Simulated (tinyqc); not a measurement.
Tight binding, kagome lattice, step by step. One step of it, computed by the program tinyqc.

Task: Levels at K. Diagonalise the Hermitian matrix.

H(k) at K (eV), order A, B, C:
$$\begin{pmatrix}
0.000000 & -0.250000+0.433013i & -0.250000-0.433013i \\
-0.250000-0.433013i & 0.000000 & -0.250000+0.433013i \\
-0.250000+0.433013i & -0.250000-0.433013i & 0.000000
\end{pmatrix}$$

Give: eigenvalues.

Result:

eigenvalues (eV): [-0.5000, -0.5000, 1.0000]
